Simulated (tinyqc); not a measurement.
# Field, mass and barrier from the scaled variables

Question. A barrier edge falls as U0 - F x over a width d with F = V/d. With e = (C F^2/m1)^(1/3), C = hbar^2/(2 m0), the Airy arguments at its edges are z1 = (U0 - E)/e and z2 = (U0 - V - E)/e. Find e, m1 and U0.

Values chosen for this exercise:
- E = 0.658 eV (electron energy)
- d = 5.1 nm (barrier width)
- V = 1.5 V (voltage across the barrier)

Constants: q = 1.602176634e-19 C, hbar = 1.054571817e-34 J s, m0 = 9.1093837015e-31 kg, hbar^2/(2 m0) = 0.0380998212 eV nm^2. Results are converted to the units shown.

z1 and z2: 2.1278471  -2.8437582

Answer. z1 - z2 = V/e gives e, its definition gives m1, and U0 = E + z1 e.

e = 0.302 eV
m1 = 0.120 m0
U0 = 1.30 eV

Numbers from tinyqc (`OMP_NUM_THREADS=1 python tinyqc.py 2580010 2580011 out.jsonl`; about 0.01 s on one thread of a shared Intel Xeon 2.30GHz).
